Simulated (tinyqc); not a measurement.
What each input does: propagation of a band-gap error through k.p and effective-mass formulas.

Chain, for a gap E (the reference Eg or another value), with Ep and Dso kept: 1/me = 1 + Ep (E + 2 Dso/3)/(E (E + Dso)); g* = 2 - 2 Ep Dso/(3 E (E + Dso)); g1(E) = g1 + (Ep/3)(1/E - 1/Eg), g2(E) = g2 + (Ep/6)(1/E - 1/Eg), light hole 1/(g1 + 2 g2), heavy hole 1/(g1 - 2 g2) along [100]; optical constant ei(E) = 1 + (ei - 1)(EP/(EP + E - Eg))^2, static e0(E) = ei(E) + e0 - ei.

Donor: R = Ry me/e0^2, a_B = a0 e0/me, Mott density (0.26/a_B)^3. Nc, Nv = 2 (m kT/(4 pi c))^(3/2), c = hbar^2/2m0, ni = sqrt(Nc Nv) exp(-E/2kT). Exciton: Ry mu/e0^2 with 1/mu = 1/me + g1(E). 1 angstrom^-3 = 1e24 cm^-3.

Constants: Ry = 13.60569312 eV; a0 (Bohr radius) = 0.5291772105 angstrom; kB = 8.617333262e-05 eV/K; hbar^2/2m0 = 3.80998211 eV angstrom^2.

Inputs chosen for the exercise (reference values near those of GaSb, gap at low temperature; the results hold for these values, not for the real material): Eg = 0.825 eV (gap at Gamma to the s-like level); Dso = 0.769 eV (spin-orbit splitting); Ep = 27 eV (Kane energy); g1 = 13.47 (Luttinger gamma1); g2 = 4.7 (gamma2); e0 = 15.71 (static dielectric constant); ei = 14.22 (optical dielectric constant); EP = 4.17 eV (mean (Penn) gap); mh = 0.41 m0 (density-of-states mass of the holes); T = 300 K (temperature); Eg2 = 0.355 eV (a wrong gap).

All at E = Eg2. Each row changes one parameter from the base and keeps the others.

Results:
```
case            me (m0)  light hole (m0)     e0  donor (meV)  exciton (meV)  log10 ni
base             0.0167           0.0193  19.28        0.613          0.418    14.795
Eg2 = 0.327 eV   0.0156           0.0178  19.54        0.555          0.378    15.007
Dso = 0.707 eV   0.0166           0.0193  19.28        0.608          0.415    14.793
Ep = 24.84 eV    0.0182           0.0202  19.28        0.665          0.448    14.822
g1 = 12.392      0.0167           0.0197  19.28        0.613          0.423    14.795
EP = 3.836 eV    0.0167           0.0193  19.66        0.590          0.402    14.795
ei = 15.358      0.0167           0.0193  19.59        0.594          0.405    14.795
mh = 0.443 m0    0.0167           0.0193  19.28        0.613          0.418    14.820
T = 324 K        0.0167           0.0193  19.28        0.613          0.418    15.066
```

The largest shifts from the base row, up to three for each result and ties (the steps differ in size, so this ranks the rows, not the parameters). me (m0): Ep +0.0014, Eg2 -0.0012, Dso -0.0001; unchanged at the printed digits by g1, EP, ei, mh and T. light hole (m0): Eg2 -0.0015, Ep +0.0009, g1 +0.0004; unchanged at the printed digits by Dso, EP, ei, mh and T. e0: EP +0.38, ei +0.31, Eg2 +0.26; unchanged at the printed digits by Dso, Ep, g1, mh and T. donor (meV): Eg2 -0.058, Ep +0.052, EP -0.023; unchanged at the printed digits by g1, mh and T. exciton (meV): Eg2 -0.040, Ep +0.030, EP -0.016; unchanged at the printed digits by mh and T. log10 ni: T +0.271, Eg2 +0.211, Ep +0.027; unchanged at the printed digits by g1, EP and ei.

Run: tinyqc, `OMP_NUM_THREADS=1 python tinyqc.py 1880719 1880720 out.jsonl`; Intel(R) Xeon(R) Processor @ 2.30GHz, one thread, shared host; about 0.01 s of CPU time with all checks.
